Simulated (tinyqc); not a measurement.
n-type polysilicon, carrier trapping at grain boundaries: two steps of the calculation.

One-dimensional grains of size Lg, uniform ionised doping N, monovalent traps Qt at each boundary at a depth Et below (for electrons) or above (for holes) the band edge there, abrupt depletion of width W on each side of a boundary, Boltzmann statistics. xi is the distance from the band edge at the grain centre to the Fermi level. Trapped charge Qt/(1 + exp((xi + VB - Et)/Vt)) = 2 N W, barrier VB = q N W^2/(2 eps0 eps_r).

Parameters, values chosen for the exercise; values of the order met in polycrystalline silicon:
- T = 350 K (temperature)
- eps_r = 11.7 (relative permittivity)
- NB = 3.53e19 cm^-3 (conduction-band density of states at T)
- Lg = 53 nm (grain size)
- Qt = 6.8e11 cm^-2 (trap density of a grain boundary)
- Et = 0.33 eV (depth of the trap level from the majority band edge at the boundary)
- ms = 0.28 m0 (mass for thermionic emission)
- fe = 0.12 (correction factor of the emission rate)
- mug = 74 cm^2/(V s) (mobility inside the grains)
- N = 6.8e17 cm^-3 (doping)

Constants: q = 1.602176634e-19 C, kB = 1.380649e-23 J/K, m0 = 9.1093837015e-31 kg, Vt = kB T/q, eps0 = 8.8541878128e-14 F/cm where lengths are in cm. Results are converted to the units shown.

Question 1. New W. Partly depleted grain, xi = Vt ln(NB/N): f = 1/(1 + exp((xi + VB - Et)/Vt)), g = Qt f - 2 N W, g' = -2 Qt f (1 - f) VB/(W Vt) - 2 N, W(new) = W - g/g'.

W at the start = 4 nm

Wanted: VB; f; g; g'; W after iteration 1.

Answer 1.

VB = 0.0084135 V
f = 0.99879
g = 1.3517e11 cm^-2
g' = -1.3611e11 cm^-2/nm
W after iteration 1 = 4.9931 nm

Question 2. Resistivity and effective mobility. n0 = NB exp(-xi/Vt); mean density n0 (1 - 2 W/Lg) by charge balance in a partly depleted grain, and n0 (sqrt(pi)/2) erf(u)/u with u = sqrt(VB/Vt) in a fully depleted one; v = sqrt(kB T/(2 pi ms m0)); barrier resistivity Vt exp(VB/Vt)/(q fe n0 v Lg); grain resistivity (1 - 2 W/Lg)/(q n0 mug); effective mobility 1/(q mean density total resistivity).

W = 4.9929110 nm
xi = 0.11912092 V
VB = 0.013108783 V

Wanted: n0; mean density; v; barrier resistivity; grain resistivity; resistivity; effective mobility.

Answer 2.

n0 = 6.8000e17 cm^-3
mean density = 5.5188e17 cm^-3
v = 5.4911e6 cm/s
barrier resistivity = 0.12242 ohm cm
grain resistivity = 0.10067 ohm cm
resistivity = 0.22309 ohm cm
effective mobility = 50.695 cm^2/(V s)

The resistivity is 1.80 times that of a single crystal with the same N and mobility mug, and the mean density is 81.2 % of N.

Numbers from tinyqc (`OMP_NUM_THREADS=1 python tinyqc.py 2830274 2830275 out.jsonl`; about 0.01 s on one thread of a shared Intel Xeon 2.30GHz).
